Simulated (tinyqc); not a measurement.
Threshold-voltage variability of a planar MOSFET, analytic estimates: a gate of 3 grains.

Three independent sources add in quadrature: random dopants in the depleted layer, metal-gate grains of two orientations, and roughness of the two gate edges acting through the roll-off VT = VT(long) - Vr exp(-L/l). These are first-order estimates: no three-dimensional electrostatics, no percolation.

Each of 3 equal grains has the higher work function with probability p; the threshold shift is dW (j/3 - p) for j such grains, and the off current changes by exp(-shift/(n Vt)).

Values chosen for this exercise; material values close to those of silicon: temperature T = 300 K; work-function difference of the two grain orientations dW = 0.3 eV; share of the orientation of higher work function p = 0.6; subthreshold factor n = 1.42.

Constants: q = 1.602176634e-19 C, kB = 1.380649e-23 J/K, Vt = kB T/q. Results are converted to the units shown.

Distribution:

| j | probability | shift (mV) | Ioff factor | probability x factor |
|---|---|---|---|---|
| 0 | 0.064000 | -180.00 | 134.74 | 8.6231 |
| 1 | 0.28800 | -80.00 | 8.8397 | 2.5458 |
| 2 | 0.43200 | 20.00 | 0.57995 | 0.25054 |
| 3 | 0.21600 | 120.00 | 0.038049 | 0.0082186 |

The standard deviation is dW sqrt(p (1 - p)/3) = 84.9 mV. The mean off current is 11.4 times the nominal one; the log-normal formula exp(s^2/(2 (n Vt)^2)) gives 14.5. Devices with j = 0, 6.4 % of all, carry 75 % of the mean leakage.

Numbers from tinyqc (`OMP_NUM_THREADS=1 python tinyqc.py 2090111 2090112 out.jsonl`; about 0.01 s on one thread of a shared Intel Xeon 2.30GHz).
